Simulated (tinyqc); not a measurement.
MOSFET in the linear regime without short-channel effects, parameter extraction from computed curves: one step of the calculation.

Inversion charge Q = Cox n Vt W0(exp((Vg - VT)/(n Vt))), W0 the Lambert function and n = nf; u = Q/Cox; mobility mu = mu0/(1 + th1 u + th2 u^2); channel resistance Rch = (L - dL)/(W mu Q); Id = Vd/(Rch + Rsd/W). Cox = eps0 eox/tox. Small Vd, no channel-length or drain effects.

Problem. Transfer curve. u, mu, Rch and Id as defined.

Inputs (values chosen for the exercise); channel values of the order met in silicon transistors:
- T = 300 K (temperature)
- eox = 3.9 (relative permittivity of the gate insulator (close to silicon dioxide))
- tox = 1.5 nm (insulator thickness)
- mu0 = 240 cm^2/(V s) (low-field mobility)
- th1 = 0.07 1/V (first mobility attenuation factor)
- th2 = 0.16 1/V^2 (second mobility attenuation factor)
- VT = 0.55 V (threshold voltage)
- nf = 1.28 (body factor)
- W = 1 um (gate width)
- L = 0.41 um (drawn gate length)
- dL = 0.007 um (drawn less effective length)
- Rsd = 170 ohm um (source plus drain resistance)
- Vd = 0.05 V (drain voltage)

Constants: q = 1.602176634e-19 C, kB = 1.380649e-23 J/K, Vt = kB T/q, eps0 = 8.8541878128e-14 F/cm where lengths are in cm. Results are converted to the units shown.

Vg, point 0 to 8 (V): [0.39, 0.47, 0.55, 0.63, 0.71, 0.79, 0.87, 0.95, 1.03]

Find: u; mu; Rch; Id.

Solution.

```
point     u (V)  mu (cm^2/(V s))  Rch (ohm)  Id (uA)
0      2.608e-4            240.0    2.796e6  0.01788
1      0.002717            240.0    2.685e5   0.1861
2       0.01877            239.7    3.892e4    1.279
3       0.06020            238.9    1.217e4    4.050
4        0.1179            237.5       6249    7.789
5        0.1833            235.7       4051    11.85
6        0.2527            233.5       2967    15.94
7        0.3245            230.9       2337    19.94
8        0.3977            227.9       1931    23.79
```

Numbers from tinyqc (`OMP_NUM_THREADS=1 python tinyqc.py 2210155 2210156 out.jsonl`; about 0.01 s on one thread of a shared Intel Xeon 2.30GHz).
